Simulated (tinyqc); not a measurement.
Inside a calculation. Model: leakage through a gate insulator: direct, Fowler-Nordheim, trap-assisted and Poole-Frenkel currents. Computed by tinyqc, a small Python program that keeps every step. Command: `OMP_NUM_THREADS=1 python tinyqc.py 3010551 3010552 out.jsonl oxideleak walk`. One thread of a shared host (Intel(R) Xeon(R) Processor @ 2.30GHz), about 0.01 s of CPU time with the checks. Intermediate numbers are printed to about 6 digits and carried at full precision; extremes and crossings named in words are read from the listed rows.

Electrons enter from the cathode Fermi level at x = 0; the conduction band of the insulator lies phi_b - e F x above it, F = V/t. WKB exponents use a parabolic band with mass m.

Inputs (values chosen for the exercise, with an insulator like SiO2):
```
quantity                          value   unit
thickness t                         2.4     nm
barrier phi_b                      3.19     eV
tunnelling mass m                  0.38    m_0
static constant eps_ox             3.82      -
optical constant eps_opt           2.11      -
voltage across the insulator V      1.4      V
trap depth phi_t                    2.1     eV
trap density N_t                5.9e+17  cm^-3
attempt rate nu_0                 2e+13    1/s
activation of capture E_a          0.18     eV
temperature T                       400      K
```

Constants: hbar^2/(2 m_0) = 3.80998212 eV angstrom^2; e = 1.602176634e-19 C; hbar = 1.054571817e-34 J s; k_B = 8.617333262e-05 eV/K; eps_0 = 8.8541878128e-12 F/m.

## Field and tunnelling without traps

For a level a distance phi(x) below the band, the WKB exponent is 2 int kappa dx with kappa = sqrt(m phi/(hbar^2/2m_0)); for a linear barrier from phi_1 down to phi_2 = max(phi_1 - e F d, 0) it is G = (4/3) sqrt(m/(hbar^2/2m_0)) (phi_1^(3/2) - phi_2^(3/2))/(e F). J_tun = e^3 F^2/(16 pi^2 hbar m phi_b) x exp(-G) / [1 - sqrt(phi_2/phi_b)]^2 with the free-electron mass in the cathode (m in m_0), phi_2 = max(phi_b - e V, 0): direct tunnelling for e V < phi_b, Fowler-Nordheim above. Image forces, back-flow and the limit on supply are left out, so J_tun is overstated below about 0.5 V. Equivalent oxide thickness = 3.9 t/eps_ox.

field F = 5.83333 MV/cm

equivalent oxide thickness = 2.45026 nm

WKB exponent G = 23.8406

tunnelling current J_tun = 0.0304297 A/cm^2

The barrier is a trapezoid: direct tunnelling.

## One trap at several depths

A trap at depth x lies phi_t below the band. Capture: tunnel at the cathode Fermi level from 0 to x (G_in from phi_1 = phi_b), rate nu_0 exp(-G_in - E_c/k_B T) with E_c = E_a + max(phi_b - phi_t - e F x, 0), the last term being the height of the trap above the cathode Fermi level. Emission: tunnel from the trap level to the anode (G_out from phi_1 = phi_t over t - x), rate nu_0 exp(-G_out - E_a/k_B T). Re-emission to the cathode follows from detailed balance, rate_back = rate_in exp(dE/k_B T) with dE = phi_b - phi_t - e F x. Each trap passes R = rate_in rate_out/(rate_in + rate_back + rate_out) electrons per second; filling from the anode is left out. Depths: t times 0.08, 0.2, 0.32, 0.44, 0.56, 0.68, 0.8 and 0.92, rounded to 0.01 nm.

Rates:
```
x (nm)     G_in    G_out  E_c (eV)  rate in (1/s)  rate back (1/s)  rate out (1/s)      R (1/s)
0.19     2.1247  16.6971   1.15917    5.93507e-03      1.28939e+10     6.04910e+03  2.78441e-09
0.48     5.2944  14.9644   0.99000    3.37496e-02      5.41775e+08     3.42112e+04  2.13103e-06
0.77     8.3732  13.0750   0.82083    2.10166e-01      2.49292e+07     2.26330e+05  1.89092e-03
1.06    11.3584  11.0408   0.65167    1.43718e+00      1.25965e+06     1.73050e+06  8.31742e-01
1.34    14.1490   8.9485   0.48833    1.00803e+01      7.73221e+04     1.40229e+07  1.00250e+01
1.63    16.9411   6.6564   0.31917    8.36166e+01      4.73931e+03     1.38768e+08  8.36137e+01
1.92    19.6296   4.2436   0.18000    3.22188e+02      1.34935e+02     1.54934e+09  3.22188e+02
2.21    22.2104   1.7159   0.18000    2.43944e+01      7.54919e-02     1.94046e+10  2.43944e+01
```

The most effective of these traps sits at 1.92 nm, 80 % of the way; where rate back exceeds rate out, re-emission drains the trap, and elsewhere the slower forward step limits R; here capture limits, and the best depth is where the trap level drops to the cathode Fermi level.

## Trap-assisted current

J_TAT = e N_t int_0^t R dx by the midpoint rule on 400 intervals; the most effective depth is the midpoint with the largest R, rounded to 0.01 nm.

trap-assisted current J_TAT = 1.17321e-06 A/cm^2

most effective depth = 1.87 nm

## Poole-Frenkel bound

Poole-Frenkel emission over the lowered barrier of a charged trap: lowering sqrt(e F/(pi eps_opt eps_0)); J_PF = e N_t^(2/3) nu_0 exp(-(phi_t - lowering)/k_B T), one sheet of traps emitting with supply unlimited (an upper bound).

barrier lowering = 1.26189 eV

Poole-Frenkel bound J_PF = 6.21314e-05 A/cm^2

Caution: the film is too thin for the Poole-Frenkel picture (the lowering is a large part of the whole drop, or the traps are further apart than the film is thick), so J_PF is only nominal.

## Total without and with traps

J = J_tun + J_TAT (the Poole-Frenkel bound is not added); the ratio J/J_tun is the excess that stress-made traps add.

total current J = 0.0304309 A/cm^2

J/J_tun = 1.00004

## Against voltage

The formulas are those given above.

Currents:
```
V (V)  F (MV/cm)  J_tun (A/cm^2)  J_TAT (A/cm^2)  best depth (nm)
0.29      1.2083        0.002793     8.90750e-16             1.10
0.58      2.4167        0.005064     7.36130e-14             1.14
0.88      3.6667        0.009562     2.45510e-11             2.40
1.17      4.8750        0.018063     3.30630e-08             2.24
1.46      6.0833        0.034959     2.46101e-06             1.79
1.76      7.3333        0.071272     4.75142e-05             1.48
2.05      8.5417        0.146652     3.60265e-04             1.27
2.35      9.7917        0.322197     1.52577e-03             1.11
2.64     11.0000        0.723052     3.76313e-03             1.03
```

Tunnelling without traps rules in every row. Over the range J_tun grows by 2.4 decades and J_TAT by 12.6. The highest rows may lie beyond breakdown. Below about 0.5 V the formula for J_tun, which has no back-flow, overstates the current.

## Against thickness at fixed field

The formulas are those given above.

Currents:
```
t (nm)    V (V)  J_tun (A/cm^2)  J_TAT (A/cm^2)
1.2     0.70000     9.11330e+03     5.15778e-09
1.6     0.93333     9.99556e+01     8.67416e-08
2.2     1.28333     2.07285e-01     1.15013e-06
3.0     1.75000     1.44434e-04     1.16757e-06
4.0     2.33333     7.84366e-08     9.48372e-07
5.5     3.20833     5.94965e-11     1.08099e-07
7.5     4.37500     5.94965e-11     9.70469e-08
10.0    5.83333     5.94965e-11     9.70459e-08
```

Between the first rows J_tun falls by 4.90 decades per nm. From t = phi_b/(e F) = 5.47 nm it stops changing, since a triangular barrier does not feel the thickness. J_TAT overtakes J_tun between 3 and 4 nm.

Checks made by the program: the WKB exponent by quadrature (relative difference below 1e-10); the integral with twice the points (relative difference 1e-04).
